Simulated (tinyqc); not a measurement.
Short-channel transistor, virtual-source model with series resistance: two steps of the calculation.

The current per gate width is the charge at the top of the source barrier (the virtual source) times its velocity times a saturation function; al and be are fitting constants of the model. Units: I in uA/um, Rs in ohm um, so I Rs = 1e-6 I Rs in volts; Q in uC/cm^2, so I = 1e-4 Q vx0 Fsat with vx0 in cm/s.

Values chosen for this exercise: temperature T = 350 K; inversion capacitance Cinv = 1.3 uF/cm^2; velocity at the virtual source vx0 = 1.71e7 cm/s; apparent mobility mu = 510 cm^2/(V s); channel length L = 90 nm; threshold at zero drain voltage VT0 = 0.41 V; drain-induced barrier lowering dl = 0.046 V/V; subthreshold factor n0 = 1.49; growth of n with drain voltage nd = 0.1 1/V; threshold shift (in units of Vt) from weak to strong inversion al = 3.5; sharpness of saturation be = 1.4; series resistance of each contact Rs = 90 ohm um; gate voltage Vgs = 0.39 V; drain voltage Vds = 0.7 V.

Constants: q = 1.602176634e-19 C, kB = 1.380649e-23 J/K, Vt = kB T/q. Results are converted to the units shown.

Question 1. Current through the series resistance. Intrinsic voltages Vg' = Vgs - I Rs, Vd' = Vds - 2 I Rs. n = n0 + nd Vd', VT = VT0 - dl Vd', Ff = 1/(1 + exp((Vg' - VT + al Vt/2)/(al Vt))), Q = Cinv n Vt ln(1 + exp((Vg' - VT + al Vt Ff)/(n Vt))), Vdsat = (vx0 L/mu)(1 - Ff) + Vt Ff, Fsat = u/(1 + u^be)^(1/be) with u = Vd'/Vdsat, and I(out) = Q vx0 Fsat per width. (Fsat takes the sign of u.) I(new) = I + 0.3 (I(out) - I).

I after iteration 1 = 37.539682 uA/um

Give: Vg'; Vd'; VT; Ff; Q; Vdsat; Fsat; I(out); I after iteration 2.

Answer 1.

Vg' = 0.3866 V
Vd' = 0.6932 V
VT = 0.3781 V
Ff = 0.3588
Q = 0.07968 uC/cm^2
Vdsat = 0.2043 V
Fsat = 0.8881
I(out) = 121.0 uA/um
I after iteration 2 = 62.58 uA/um

Question 2. What the series resistance costs. n = n0 + nd Vd', VT = VT0 - dl Vd', Ff = 1/(1 + exp((Vg' - VT + al Vt/2)/(al Vt))), Q = Cinv n Vt ln(1 + exp((Vg' - VT + al Vt Ff)/(n Vt))), Vdsat = (vx0 L/mu)(1 - Ff) + Vt Ff, Fsat = u/(1 + u^be)^(1/be) with u = Vd'/Vdsat, and I = Q vx0 Fsat per width. I0 is the current for Rs = 0. Effective velocity I/Q; transit time L Q/I.

converged I = 112.94579 uA/um
I0 = 125.13227 uA/um

Find: loss against I0; effective velocity; transit time.

Answer 2.

loss against I0 = 9.7389 %
effective velocity = 1.5191e7 cm/s
transit time = 0.59246 ps

The carriers leave the virtual source at 88.8 % of vx0: the device is in saturation.

Program tinyqc, `OMP_NUM_THREADS=1 python tinyqc.py 2380109 2380110 out.jsonl`; Intel Xeon 2.30GHz, shared host, one thread, about 0.02 s.
